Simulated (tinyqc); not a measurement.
Worked calculation: eight-band Kane k.p model. Values are carried at full precision from step to step, so a last printed digit may differ when a step is redone from the rounded ones.

Constants: hbar^2/2m0 = 3.80998211 eV angstrom^2.

Parameters, chosen for this exercise (near those of GaSb; shifted at random, so the results belong to these values and not to a real crystal):
- Eg = 0.831 eV (gap at Gamma to the s-like level)
- Dso = 0.793 eV (spin-orbit splitting)
- Ep = 26.6 eV (Kane energy)
- me = 0.0388 m0 (electron mass at Gamma)
- g1 = 13.5 (Luttinger gamma1)
- g2 = 4.73 (gamma2)
- g3 = 6.01 (gamma3)
- k = (-0.014, 0.032, 0.015) 1/angstrom (wave vector)
- kmax = 0.06 1/angstrom (end of the path)

## Derived values

P = sqrt(Ep c); A = 1/me - Ep (Eg + 2 Dso/3)/(Eg (Eg + Dso)) keeps the electron mass; g1' = g1 - Ep/(3 Eg), g2' = g2 - Ep/(6 Eg), g3' = g3 - Ep/(6 Eg) remove the coupling to S that the Luttinger values already hold; L = -c (g1' + 4 g2'), M = -c (g1' - 2 g2'), N = -6 c g3'. c = hbar^2/2m0.

P = 10.0671 eV angstrom
A = -1.0263

g1', g2', g3': [2.8301, -0.6049, 0.6751]

L, M, N (eV angstrom^2): [-1.5635, -15.3923, -15.4318]

The coupling to the valence bands supplies 26.80, against 1/me = 25.77; A makes up the difference. The diagonal term in A bends towards the gap, so the set should be tested for spurious states at large k.

## The Hamiltonian at one k

Eight-band Kane model, basis S, X, Y, Z times spin, zero of energy at the top of the unstrained valence band, c = hbar^2/2m0. Within each spin: H_SS = Eg + A c k^2, H_SX = i P kx (likewise Y, Z), H_XX = -Dso/3 + L kx^2 + M (ky^2 + kz^2), H_XY = N kx ky, and cyclic. Spin-orbit term (Dso/3) L.sigma on X, Y, Z with (L_k)_ij = -i epsilon_kij: <X+|H|Y+> = -i Dso/3, <X+|H|Z-> = Dso/3, <Y+|H|Z-> = -i Dso/3, <Z+|H|X-> = -Dso/3, <Z+|H|Y-> = i Dso/3, <X-|H|Y-> = i Dso/3, and their conjugates; + and - are the spin along z. Terms from inversion asymmetry are left out, so every level is twofold.

Fill in the matrix.

H(k) (eV), rows S+, X+, Y+, Z+, S-, X-, Y-, Z- and columns alike:
$$\begin{pmatrix}
0.8253 & -0.1409i & 0.3221i & 0.1510i & 0 & 0 & 0 & 0 \\
0.1409i & -0.2839 & 0.0069-0.2643i & 0.0032 & 0 & 0 & 0 & 0.2643 \\
-0.3221i & 0.0069+0.2643i & -0.2724 & -0.0074 & 0 & 0 & 0 & -0.2643i \\
-0.1510i & 0.0032 & -0.0074 & -0.2835 & 0 & -0.2643 & 0.2643i & 0 \\
0 & 0 & 0 & 0 & 0.8253 & -0.1409i & 0.3221i & 0.1510i \\
0 & 0 & 0 & -0.2643 & 0.1409i & -0.2839 & 0.0069+0.2643i & 0.0032 \\
0 & 0 & 0 & -0.2643i & -0.3221i & 0.0069-0.2643i & -0.2724 & -0.0074 \\
0 & 0.2643 & 0.2643i & 0 & -0.1510i & 0.0032 & -0.0074 & -0.2835
\end{pmatrix}$$

## Levels and orbital character

Diagonalise H; the levels come in pairs. The weights are summed over spin and averaged over each pair.

levels, each twofold (eV): [-0.8407, -0.1146, -0.0122, 0.9532]

weights, rows S, X, Y, Z; columns pair 1, pair 2, pair 3, pair 4:
$$\begin{pmatrix}
0.020 & 0.085 & 0.000 & 0.894 \\
0.315 & 0.256 & 0.414 & 0.016 \\
0.349 & 0.400 & 0.178 & 0.072 \\
0.316 & 0.259 & 0.407 & 0.018
\end{pmatrix}$$

The conduction pair has 10.6 % valence character at this k; the valence pair with most S character is pair 2 (8.5 %).

## Bands along [111] and [110]

The same diagonalisation at six points |k| = 0, kmax/5, ..., kmax along each direction.

Levels (eV):
```
direction  |k| (1/angstrom)   pair 1   pair 2   pair 3  pair 4
[111]                 0.000  -0.7930   0.0000   0.0000  0.8310
[111]                 0.012  -0.7976  -0.0137  -0.0008  0.8449
[111]                 0.024  -0.8116  -0.0517  -0.0032  0.8837
[111]                 0.036  -0.8362  -0.1068  -0.0073  0.9413
[111]                 0.048  -0.8727  -0.1710  -0.0130  1.0112
[111]                 0.060  -0.9232  -0.2375  -0.0203  1.0885
[110]                 0.000  -0.7930   0.0000   0.0000  0.8310
[110]                 0.012  -0.7976  -0.0134  -0.0011  0.8449
[110]                 0.024  -0.8115  -0.0507  -0.0045  0.8839
[110]                 0.036  -0.8357  -0.1051  -0.0100  0.9419
[110]                 0.048  -0.8713  -0.1693  -0.0176  1.0127
[110]                 0.060  -0.9197  -0.2372  -0.0270  1.0914
```

At kmax the conduction band lies 2.9 meV and the top valence band 6.7 meV apart between the two directions. k.p holds near Gamma; the zone edge lies near 1 1/angstrom.

## Masses at Gamma

m*/m0 = c h^2/(E(h) - E(0)) with |k| = h = 0.0001 1/angstrom; negative values are hole-like.

Masses (m0):
```
direction  pair 1  pair 2  pair 3  pair 4
[111]      -0.121  -0.039  -0.676   0.039
[110]      -0.121  -0.040  -0.484   0.039
```

Without strain the limits are known: me for pair 4, -1/(g1 -/+ 2 g2) for the heavy and light holes along [100], -1/(g1 -/+ 2 g3) along [111], and -1/(g1 - Ep Dso/(3 Eg (Eg + Dso))) = -0.121 for the split-off band.

## Checks

- Electron mass of the unstrained model by finite differences against the input me: both 0.03880.
- Heavy-hole mass along [100] against 1/(g1 - 2 g2): both 0.2475.
- Light-hole mass along [100] against 1/(g1 + 2 g2): both 0.04355.

Computed by tinyqc, a small Python program: `OMP_NUM_THREADS=1 python tinyqc.py 1051176 1051177 out.jsonl` (the numbers bound the seed that draws the inputs); one thread of a shared host (Intel(R) Xeon(R) Processor @ 2.30GHz), about 0.01 s for the whole set of steps.
